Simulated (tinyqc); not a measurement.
# Semiconductor laser, carrier and photon rate equations, step by step

Numbers from tinyqc (`OMP_NUM_THREADS=1 python tinyqc.py 2840132 2840133 out.jsonl`; about 0.01 s on one thread of a shared Intel Xeon 2.30GHz). Printed values are rounded.

Carrier density N and photon density S in one mode: dN/dt = F1 = eta I/(q V) - (A N + B N^2 + C N^3) - vg g S; dS/dt = F2 = G vg g S + G be B N^2 - S/tp, with g = g0 ln(N/Ntr)/(1 + ec S). Output power P = Fo Eph S V/(G tp). No heating, no carrier transport.

Inputs (values chosen for the exercise): active volume V = 6e-11 cm^3; confinement factor G = 0.057; group velocity vg = 7.23e9 cm/s; gain coefficient g0 = 2300 1/cm; transparency density Ntr = 1.6e18 cm^-3; gain compression ec = 7.1e-18 cm^3; photon lifetime tp = 2.4 ps; defect recombination coefficient A = 6.9e7 1/s; radiative coefficient B = 1.4e-10 cm^3/s; Auger coefficient C = 5.9e-29 cm^6/s; share of spontaneous emission into the mode be = 6e-5; injection efficiency eta = 0.73; share of cavity losses that is output Fo = 0.68; photon energy Eph = 1.46 eV; drive current I = 110 mA; time step dt = 3 ps.

Constants: q = 1.602176634e-19 C. Results are converted to the units shown.

## Threshold

gth = 1/(G vg tp), Nth = Ntr exp(gth/g0), Ith = q V (A Nth + B Nth^2 + C Nth^3)/eta. Above it S is near G tp eta (I - Ith)/(q V). Carrier lifetime at threshold Nth/(A Nth + B Nth^2 + C Nth^3).

gth = 1011.06 1/cm
Nth = 2.48331e18 cm^-3
Ith = 25.5239 mA
estimate of S = 8.77569e14 cm^-3
carrier lifetime = 1.28122 ns

## Iteration 1: steady state by Newton steps

(N, S) at the start (Nth and the estimate of S): N (1e18 cm^-3) 2.483, S (1e15 cm^-3) 0.878

Jacobian, with a = g0/(N (1 + ec S)) and d = g/(1 + ec S): J11 = -(A + 2 B N + 3 C N^2) - vg a S, J12 = -vg d, J21 = G vg a S + 2 G be B N, J22 = G vg d - 1/tp. Solve J d = -F and add d to (N, S).

F1, F2 (1e27 cm^-3/s): 0.0390182  -0.00236773

J (1/ns):
```
           N         S
F1  -7.69916  -7217.58
F2  0.333091  -5.26469
```

(N, S) after iteration 1: N (1e18 cm^-3) 2.49007, S (1e15 cm^-3) 0.875859

## Iteration 2: steady state by Newton steps

As before.

F1, F2 (1e27 cm^-3/s): 1.30017e-4  -9.06532e-6

J (1/ns):
```
           N         S
F1  -7.67664  -7264.53
F2  0.331340  -2.58873
```

(N, S) after iteration 2: N (1e18 cm^-3) 2.49010, S (1e15 cm^-3) 0.875848

## Course of the iteration: steady state by Newton steps

Stop when the largest change of (N, S) is below 1e-9, or after 40 iterations. N is counted in 1e18 and S in 1e15 cm^-3, and S must be positive.

Course of the iteration:
```
iteration  S (1e15 cm^-3)  largest |change| of one entry
1                0.875859                        7.07e-3
2                0.875848                        2.73e-5
3                0.875848                       4.87e-10
```

Converged in 3 iterations. The change falls from 0.0071 in the first iteration to below the tolerance in the last.

## Power, relaxation frequency, damping and bandwidth

N = 2.49010e18 cm^-3
S = 8.75848e14 cm^-3

Jacobian, with a = g0/(N (1 + ec S)) and d = g/(1 + ec S): J11 = -(A + 2 B N + 3 C N^2) - vg a S, J12 = -vg d, J21 = G vg a S + 2 G be B N, J22 = G vg d - 1/tp. wR^2 = det J, gamma = -trace J, fR = wR/(2 pi); the response wR^2/(wR^2 - w^2 + i gamma w) falls to 1/sqrt(2) at w^2 = x + sqrt(x^2 + wR^4), x = wR^2 - gamma^2/2 (f3dB = w/(2 pi)).

P = 61.1035 mW
fR = 7.84042 GHz
gamma = 10.2549 1/ns
f3dB = 12.0888 GHz

f3dB is 1.54 times fR (1.55 without damping). gamma/wR = 0.21: the response has a resonance peak.

## One Runge-Kutta step of a transient

(N, S) at the start: N (1e18 cm^-3) 2.54, S (1e15 cm^-3) 0.438

y = (N, S), k1 = F(y), k2 = F(y + dt k1/2), k3 = F(y + dt k2/2), k4 = F(y + dt k3), y(new) = y + dt (k1 + 2 k2 + 2 k3 + k4)/6.

slopes per ps, N in 1e18 and S in 1e15 cm^-3:
```
         dN/dt       dS/dt
k1  0.00295219  0.00877862
k2  0.00283007  0.00976662
k3  0.00281961  0.00976582
k4  0.00268642   0.0107911
```

(N, S) after the step: N (1e18 cm^-3) 2.54847, S (1e15 cm^-3) 0.467317
